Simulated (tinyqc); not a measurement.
Mirror strength against the number of periods: longitudinal sound in a periodic multilayer: transfer matrices, stop bands and folded phonons. Computed by tinyqc, a small Python program. Command: `OMP_NUM_THREADS=1 python tinyqc.py 3008710 3008711 out.jsonl multilayer walk`. One thread of a shared host (Intel(R) Xeon(R) Processor @ 2.30GHz), about 0.01 s of CPU time with the checks.

Layers 1 and 2 repeat with period d = d_1 + d_2; waves travel normal to the layers, without loss. State vector (u, s): displacement u and stress divided by omega. Impedances Z = rho v are in 1e6 kg/(m^2 s).

Inputs (values chosen for the exercise, modelled on silica (layer 1), hafnia (layer 2) and gallium arsenide (substrate)):
```
quantity            value    unit
density rho_1        2.21  g/cm^3
velocity v_1         5970     m/s
thickness d_1         291      nm
density rho_2        9.67  g/cm^3
velocity v_2         5550     m/s
thickness d_2        98.8      nm
substrate density    5.38  g/cm^3
substrate velocity   4650     m/s
frequency f          11.6     GHz
```

Method:
- Z = rho v; interface reflection r = (Z_2 - Z_1)/(Z_2 + Z_1) (stress amplitude, from 1 into 2); Bragg frequency f_B = 1/[2 (d_1/v_1 + d_2/v_2)]; long-wave velocity v_eff = d/sqrt[(d_1/v_1)^2 + (d_2/v_2)^2 + (Z_1/Z_2 + Z_2/Z_1)(d_1/v_1)(d_2/v_2)].
- A layer maps (u, s) by [[cos p, sin p/Z], [-Z sin p, cos p]], p = 2 pi f d_i/v_i; one period is M = M_2 M_1, and cos(q d) = trace(M)/2.
- For N periods A = M^N. A wave comes from a thick layer of material 1 and leaves into the substrate (Z_s): transmitted power T = 4 Z_1 Z_s/|Z_1 A_22 + Z_s A_11 - i (Z_1 Z_s A_12 - A_21)|^2, reflected power R = 1 - T.

Bragg frequency f_B = 7.51365 GHz

Z_2 = 53.6685

Z_1 = 13.1937

Z of the substrate = 25.017

trace(M)/2 = 0.582447

Transmitted power:
```
N     T at f_B  T at f_B (dB)   T at f
1      0.50096        -3.0020  0.38560
2     0.076398        -11.169  0.26950
3    0.0091211        -20.400  0.66459
4    0.0010565        -29.761  0.55373
6   1.4068e-05        -48.518  0.44984
8   1.8723e-07        -67.276  0.28852
12  3.3165e-11        -104.79  0.27592
16  5.8747e-15        -142.31  0.48875
24  1.8433e-22        -217.34  0.46595
```

What does the comparison show, and why?

At f_B each further period removes 9.38 dB at large N; 99 % reflection needs N = 3 among these rows. At f, in a pass band, T does not decay with N. Values below about 1e-6 belong to the ideal stack: roughness and scattering into other modes, left out here, set a floor in a real one.
